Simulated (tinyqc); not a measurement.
# Lossy on-chip transmission line with skin effect: line properties against frequency

A uniform line in a homogeneous dielectric: c = sqrt(er)/(c0 Z0), l = Z0 sqrt(er)/c0 (c0 = 299792458 m/s), g = w c td, w = 2 pi f. The resistance joins its limits as r = sqrt(r_dc^2 + r_hf^2), with r_dc = rho/(wd th), r_hf = kr rho/(2 delta (wd + th)), delta = sqrt(rho/(pi f mu0)), mu0 = 4 pi 1e-7 H/m; this is an interpolation, and internal inductance, up to 0.05 nH/mm at low frequency, is neglected.

gamma = sqrt((r + i w l)(g + i w c)) = alpha + i beta, Zc = sqrt((r + i w l)/(g + i w c)), roots with positive real part; loss 8.685889638 alpha in dB; phase velocity w/beta. ZL = 1/(1/RL + i w CL); reflection (ZL - Zc)/(ZL + Zc); Zin = Zc (ZL + Zc tanh(gamma len))/(Zc + ZL tanh(gamma len)); H = V_load/V_source = [Zin/(Zin + Rg)]/[cosh(gamma len) + (Zc/ZL) sinh(gamma len)].

Inputs (values chosen for the exercise): width of the strip wd = 1.1 um; thickness of the strip th = 1.1 um; resistivity rho = 2 uohm cm; relative permittivity er = 2.7; loss tangent td = 0.002; lossless impedance sqrt(l/c) Z0 = 45 ohm; factor for crowding and the return path kr = 1.5; length len = 3.2 mm; source resistance Rg = 50 ohm; load resistance RL = 1000 ohm; load capacitance CL = 0 fF.

Result of one run:

| r (ohm/mm) | r/(w l) | loss (dB/mm) | \|Zc\| (ohm) | phase velocity over c0 | length in wavelengths | \|H\| (dB) |
|---|---|---|---|---|---|---|
| 28.702 | 0.30868 | 2.7565 | 46.036 | 0.60171 | 1.0644 | -9.4639 |

Which frequency f gave this result: 0.01, 0.09, 0.8 or 60 GHz?

f = 60 GHz.

The whole series:

| f (GHz) | r (ohm/mm) | r/(w l) | loss (dB/mm) | \|Zc\| (ohm) | phase velocity over c0 | length in wavelengths | \|H\| (dB) |
|---|---|---|---|---|---|---|---|
| 0.01 | 16.532 | 1066.8 | 0.069120 | 1469.8 | 0.026365 | 0.0040485 | -0.85077 |
| 0.03 | 16.537 | 355.70 | 0.11963 | 848.71 | 0.045615 | 0.0070200 | -0.85102 |
| 0.09 | 16.554 | 118.69 | 0.20673 | 490.25 | 0.078747 | 0.012199 | -0.85205 |
| 0.3 | 16.612 | 35.731 | 0.37442 | 269.04 | 0.14212 | 0.022532 | -0.85903 |
| 0.8 | 16.750 | 13.510 | 0.60002 | 165.63 | 0.22586 | 0.037807 | -0.89686 |
| 2 | 17.075 | 5.5091 | 0.90830 | 106.48 | 0.33532 | 0.063666 | -1.1061 |
| 7 | 18.370 | 1.6933 | 1.4582 | 63.106 | 0.49998 | 0.14944 | -3.1055 |
| 20 | 21.371 | 0.68952 | 1.9663 | 49.596 | 0.57851 | 0.36902 | -6.9078 |
| 60 | 28.702 | 0.30868 | 2.7565 | 46.036 | 0.60171 | 1.0644 | -9.4639 |

r equals w l at 12.7 GHz: below it |Zc| and the delay grow as in an RC line, above it |Zc| tends to Z0 = 45 ohm and the velocity to 1/sqrt(er) = 0.609 c0. The loss goes as f^(0.50) between the first two rows and f^(0.31) between the last two. |H| is -0.851 dB in the first row and -9.46 dB in the last; between rows it can pass through resonances that the table doesn't show.

Numbers from tinyqc (`OMP_NUM_THREADS=1 python tinyqc.py 2810140 2810141 out.jsonl`; about 0.01 s on one thread of a shared Intel Xeon 2.30GHz).
